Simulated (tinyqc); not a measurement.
Inside a calculation. Method: coherent transport through a tight-binding region between two chains. Computed by tinyqc, a small Python program that keeps every step. Settings: temperature = 300, mu = 0.28. Command: `OMP_NUM_THREADS=1 python tinyqc.py 24165 24166 out.jsonl` (the two numbers bound the seeds that draw the settings). One thread of a shared host (Intel(R) Xeon(R) Processor @ 2.60GHz), about 0.07 s of CPU time with the checks.

## Transmission at E = 0.5 eV

H of the central region (eV):
```
[[0.00000, -0.52000, 0.00000, 0.00000, -0.52000],
 [-0.52000, 0.00000, -0.52000, 0.00000, 0.00000],
 [0.00000, -0.52000, 0.00000, -0.52000, 0.00000],
 [0.00000, 0.00000, -0.52000, 0.00000, -0.52000],
 [-0.52000, 0.00000, 0.00000, -0.52000, 0.00000]]
```

Leads: semi-infinite chains with site energy 0:
```
parameter                           value
lead hopping t (eV)              2.590000
coupling to the left lead (eV)   0.350000
coupling to the right lead (eV)  0.390000
left contact site                       1
right contact site                      5
```

E = 0.50000 eV

Surface Green function g = (E - i sqrt(4 t^2 - E^2)) / (2 t^2); self-energy tc^2 g on each contact site; G = (E - H - Sigma)^(-1); Gamma = -2 Im Sigma; T = Gamma_L Gamma_R |G_LR|^2; local density of states -Im G_ii / pi.

g = 0.03727-0.38430i 1/eV

G (1/eV):
```
[[-0.53743-0.10042i, 1.21262+0.07468i, -0.62855+0.02861i, -0.60825-0.10219i, 1.21341+0.06965i],
 [1.21262+0.07468i, -0.53832-0.09172i, 1.22806+0.01351i, -0.64251+0.07873i, -0.61026-0.08921i],
 [-0.62855+0.02861i, 1.22806+0.01351i, -0.55228-0.04160i, 1.22605+0.02649i, -0.62662+0.01613i],
 [-0.60825-0.10219i, -0.64251+0.07873i, 1.22605+0.02649i, -0.53638-0.10420i, 1.21278+0.07370i],
 [1.21341+0.06965i, -0.61026-0.08921i, -0.62662+0.01613i, 1.21278+0.07370i, -0.53952-0.08700i]]
```

local density of states (1/eV): [0.03196, 0.02920, 0.01324, 0.03317, 0.02769]

transmission = 0.01626

## Transmission across the band

The same steps on a grid of energies.

T(E):
```
E (eV)             T
-4.9210000  5.59e-07
-4.4289000  2.39e-06
-3.9368000  6.17e-06
-3.4447000  1.44e-05
-2.9526000  3.44e-05
-2.4605000   0.00009
-1.9684000   0.00031
-1.4763000   0.00195
-0.9842000   0.11199
-0.4921000   0.00015
0.0000000    0.01017
0.4921000    0.01578
0.9842000    0.04823
1.4763000    0.00140
1.9684000    0.00028
2.4605000    0.00009
2.9526000   3.35e-05
3.4447000   1.42e-05
3.9368000   6.11e-06
4.4289000   2.38e-06
4.9210000   5.56e-07
```

levels of the isolated region (eV): [-1.04000, -0.32138, -0.32138, 0.84138, 0.84138]

## Current

I = (2e/h) int T(E) [f(E - mu - V/2) - f(E - mu + V/2)] dE at 300 K with mu = 0.28 eV, the bias not changing H; 2e^2/h = 77.48092 microsiemens; the integral runs over the band on 4001 points.

Current:
```
V (volt)  I (microampere)
0.01000           0.00755
0.05000           0.03777
0.10000           0.07581
0.20000           0.15386
0.40000           0.32778
0.80000           0.96495
```
